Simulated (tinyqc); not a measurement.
Worked calculation: coherent transport through a tight-binding region between two chains. One step of it, computed by the program tinyqc.

Task: Transmission at E = 1 eV. Surface Green function g = (E - i sqrt(4 t^2 - E^2)) / (2 t^2); self-energy tc^2 g on each contact site; G = (E - H - Sigma)^(-1); Gamma = -2 Im Sigma; T = Gamma_L Gamma_R |G_LR|^2; local density of states -Im G_ii / pi.

H of the central region (eV), lower triangle:
```
           1          2          3          4          5          6
1   0.870000
2  -0.510000   0.910000
3   0.000000  -0.510000  -0.330000
4   0.000000   0.000000  -0.510000   0.870000
5   0.000000   0.000000   0.000000  -0.510000  -0.630000
6  -0.510000   0.000000   0.000000   0.000000  -0.510000  -0.950000
```

Leads: semi-infinite chains with site energy 0:
```
parameter                           value
lead hopping t (eV)              2.790000
coupling to the left lead (eV)   0.250000
coupling to the right lead (eV)  1.130000
left contact site                       1
right contact site                      6
```

E = 1.000000 eV

Give: g; G; local density of states; transmission.

Result:

g = 0.064-0.353i 1/eV

G (1/eV), lower triangle:
```
               1              2              3              4
1  -0.242-0.005i
2   2.107-0.012i   0.032-0.247i
3  -0.130+0.007i  -0.152+0.056i   0.156-0.017i
4  -1.769-0.006i   0.364+0.102i   1.705-0.012i  -4.810-0.072i
5   0.581-0.005i   0.059-0.082i  -0.591+0.020i   1.482+0.030i
6  -0.087+0.024i  -0.553+0.159i   0.184-0.052i   0.073-0.024i

               5             6
5   0.213-0.027i
6  -0.203+0.058i  0.576-0.161i
```

local density of states (1/eV): 0.002  0.079  0.005  0.023  0.009  0.051

transmission = 3.21e-04
